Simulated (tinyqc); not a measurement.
Two-junction solar cell, detailed-balance limit: two steps of the calculation.

The top cell takes all photons above E1, the bottom cell those between E2 and E1. Each cell follows J = Jsc - J0 (exp(V/Vt) - 1) with J0 = q ge Phi(gap, T)/ERE; light emitted by one cell and absorbed by the other is left out. In series both carry one current; wired apart (four terminals) each works at its own maximum power point. Efficiencies are counted against Pin = fs X sigma Ts^4.

Inputs (values chosen for the exercise):

| symbol | value | unit | meaning |
|---|---|---|---|
| T | 350 | K | cell temperature |
| Ts | 4500 | K | temperature of the black-body sun |
| fs | 2.16e-5 |  | share of the hemisphere filled by the sun |
| X | 1000 |  | concentration |
| ERE | 0.3 |  | external radiative efficiency |
| ge | 1 |  | number of faces that emit |
| E2 | 1.21 | eV | gap of the bottom cell |
| E1 | 1.51 | eV | gap of the top cell |

Constants: q = 1.602176634e-19 C, kB = 1.380649e-23 J/K, h = 6.62607015e-34 J s, c = 299792458 m/s, Vt = kB T/q. Results are converted to the units shown.

Problem 1. Photocurrents and dark currents. Photon flux above E from a black body at temperature T into a hemisphere: Phi(E, T) = A sum_k exp(-k E/th)[E^2 th/k + 2 E th^2/k^2 + 2 th^3/k^3], k = 1, 2, ..., with th = kB T/q in eV and A = 2 pi q^3/(h^3 c^2). J1 = q fs X Phi(E1, Ts), J2 = q fs X [Phi(E2, Ts) - Phi(E1, Ts)], J01 and J02 as above; sigma = 2 pi^5 kB^4/(15 h^3 c^2).

Find: J1; J2; J01; J02; Pin.

Solution 1.

J1 = 10216 mA/cm^2
J2 = 5877.8 mA/cm^2
J01 = 6.8263e-16 mA/cm^2
J02 = 9.2451e-12 mA/cm^2
Pin = 50224 mW/cm^2

The bottom cell limits the series current; the other has 74 % more.

Problem 2. Maximum power, in series and apart. In series V(J) = Vt [ln((J1 - J)/J01 + 1) + ln((J2 - J)/J02 + 1)], and J V(J) is largest where V = J Vt [1/(J1 - J + J01) + 1/(J2 - J + J02)]. Apart, each cell has (1 + v) exp(v) = 1 + Jsc/J0 at its maximum power point, v = Vmp/Vt.

J1 = 10215.923 mA/cm^2
J2 = 5877.8125 mA/cm^2
J01 = 6.8263283e-16 mA/cm^2
J02 = 9.2450906e-12 mA/cm^2
Pin = 50224.491 mW/cm^2

Wanted: series Jmp; series Vmp; series efficiency; top cell alone; bottom cell behind it.

Solution 2.

series Jmp = 5797 mA/cm^2
series Vmp = 2.205 V
series efficiency = 25.45 %
top cell alone = 24.20 %
bottom cell behind it = 10.47 %

Wired apart the cells give 34.67 %; the series connection loses 9.2 points of that.

Computed by the program tinyqc: `OMP_NUM_THREADS=1 python tinyqc.py 2820008 2820009 out.jsonl`, one thread of a shared Intel Xeon 2.30GHz, about 0.01 s for the whole run.
